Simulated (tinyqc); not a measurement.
Chemical vapour deposition: Grove model, boundary layer, depletion and step coverage: one step, computed by the program tinyqc. Command: `OMP_NUM_THREADS=1 python tinyqc.py 3015606 3015607 out.jsonl cvd walk`. One thread of a shared host (Intel(R) Xeon(R) Processor @ 2.30GHz), about 0.04 s of CPU time with the checks.

A precursor diffuses to the surface and reacts there at first order; each molecule that reacts adds one formula unit of film.

Task: Gas-phase and surface constants. k_s = k0 exp(-E/(k_B T)); C_g = Y p/(k_B T), 1 torr = 133.322 Pa; D = D0 (T/273.15)^1.75 (760/p). Temperatures in kelvin are T(C) + 273.15. Mean speed c = sqrt(8 k_B T/(pi M)); reactive sticking probability beta = 4 k_s/c.

Inputs (values chosen for the exercise, close to those used for epitaxial silicon from a chlorosilane):
```
quantity                                       value    unit
prefactor k0 of k_s                          7.6e+08    cm/s
activation energy E                             1.94      eV
temperature T                                    950       C
total pressure p                                  83    torr
mole fraction of the precursor Y               0.014       -
gas diffusivity D0 at 273.15 K and 760 torr      0.2  cm^2/s
precursor mass M                               135.5       u
```

Reactor: horizontal, reduced pressure.

Constants: k_B = 1.380649e-23 J/K; u = 1.6605390666e-27 kg; k_B = 8.617333262e-05 eV/K.

Give: surface rate constant k_s; precursor density C_g; gas diffusivity D; mean speed c; sticking probability beta.

Result:

surface rate constant k_s = 7.716 cm/s

precursor density C_g = 9.174e+15 1/cm^3

gas diffusivity D = 25.24 cm^2/s

mean speed c = 43718 cm/s

sticking probability beta = 7.060e-04
